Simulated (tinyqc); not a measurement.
Away from the valley: two-band massive Dirac model of the K valleys.

Basis (conduction, valence): H = [[D/2, a t (tau kx - i ky)], [a t (tau kx + i ky), -D/2 + lam tau sz]], valley tau = +/-1, spin sz = +/-1. The gap of a spin and valley is G = D - lam tau sz. Berry curvature Omega = curl of i<u|grad u>; for the conduction band Omega_c = -tau 2 a^2 t^2 G/(G^2 + 4 a^2 t^2 k^2)^(3/2), and Omega_v = -Omega_c.

Values chosen for the exercise (near those used for monolayer MoS2; not measured data): a = 3.198 angstrom (lattice constant); D = 1.6 eV (gap parameter); t = 1.18 eV (effective hopping); lam = 0.08 eV (half the valence spin splitting).

Flavour tau = +1, sz = +1. Parabolic transition energy G + 2 a^2 t^2 k^2/G; degree of circular polarisation eta = 2 cos(theta)/(1 + cos^2(theta)). The last column is the Berry flux of the conduction band inside |k|, over 2 pi: -(1 - cos(theta))/2, cos(theta) = G/(transition energy).

Along |k|:

| \|k\| (1/angstrom) | transition (eV) | parabolic (eV) | Omega_c (angstrom^2) | eta | flux/2 pi |
|---|---|---|---|---|---|
| 0.000 | 1.5200 | 1.5200 | -12.327 | 1.0000 | 0.0000 |
| 0.025 | 1.5317 | 1.5317 | -12.048 | 1.0000 | -0.0038 |
| 0.050 | 1.5661 | 1.5668 | -11.269 | 0.9996 | -0.0147 |
| 0.075 | 1.6220 | 1.6254 | -10.145 | 0.9979 | -0.0314 |
| 0.150 | 1.8953 | 1.9416 | -6.359 | 0.9761 | -0.0990 |
| 0.200 | 2.1422 | 2.2695 | -4.404 | 0.9439 | -0.1452 |
| 0.300 | 2.7271 | 3.2064 | -2.135 | 0.8505 | -0.2213 |

Give the missing row, |k| (1/angstrom) = 0.100.

Computed row:
```
|k| (1/angstrom)  transition (eV)  parabolic (eV)  Omega_c (angstrom^2)     eta  flux/2 pi
0.100                      1.6971          1.7074                -8.857  0.9940    -0.0522
```

The curvature halves at |k| = 0.154 1/angstrom, where 2 a t k = 0.766 G. At 0.3 the parabola is 479 meV too high, eta has fallen only to 0.851, and the flux has reached -0.221 of the -1/2 that a whole cone holds. The real bands leave this model beyond about 0.1 to 0.2 1/angstrom, where trigonal warping and other bands enter.

(tinyqc, `OMP_NUM_THREADS=1 python tinyqc.py 1482367 1482368 out.jsonl`, Intel(R) Xeon(R) Processor @ 2.30GHz, 1 thread, shared host, about 0.01 s.)
